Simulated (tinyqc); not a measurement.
Inside a calculation. Model: capacitance measurement on a leaky thin oxide: effects of series resistance and leakage.

tinyqc, about 0.01 s, one thread, Intel Xeon 2.30GHz (shared host): `OMP_NUM_THREADS=1 python tinyqc.py 2022033 2022034 out.jsonl` Printed values are rounded.

The device is a capacitance C in parallel with a leakage conductance G, in series with Rs and Ls. An impedance meter reports either a parallel pair (Cp, Gp) from Y = 1/Z = Gp + i w Cp or a series pair (Cs, Rm) from Z = Rm + 1/(i w Cs); w = 2 pi f, dissipation D = Gp/(w |Cp|).

Inputs (values chosen for the exercise); values of the order met in thin-oxide MOS capacitors:
- eox = 3.9 (relative permittivity of the gate insulator (close to silicon dioxide))
- tox = 2 nm (insulator thickness)
- A = 100 um^2 (gate area)
- zc = 0.42 nm (oxide-equivalent thickness added by the accumulation layer)
- zp = 0 nm (oxide-equivalent thickness added by gate depletion)
- Jg = 1.1 A/cm^2 (gate leakage current density, not matched to the thickness)
- Vs = 0.42 V (voltage for an e-fold rise of the leakage)
- Rs = 200 ohm (series resistance)
- Ls = 0 nH (series inductance)
- f = 1e5 Hz (measuring frequency)

Constants: eps0 = 8.8541878128e-14 F/cm where lengths are in cm. Results are converted to the units shown.

## True capacitance and conductance

EOT = 3.9 tox/eox; CET = EOT + zc + zp; C = 3.9 eps0 A/CET; G = Jg A/Vs.

EOT = 2 nm
CET = 2.42 nm
C = 1.426915 pF
G = 2.619048 uS

## What the meter reports

Z = Rs + i w Ls + 1/(G + i w C).

Z = (3.419683-1.169947i) x 1e5 ohm
Cp = 1.425421 pF
Gp = 2.617837 uS
Cs = 13.60360 pF
D = 2.922938

Cp is 0.10 % below C and Cs is 9.53 times it; G Rs = 5.24e-4, w C Rs = 1.79e-4 and G/(w C) = 2.92.
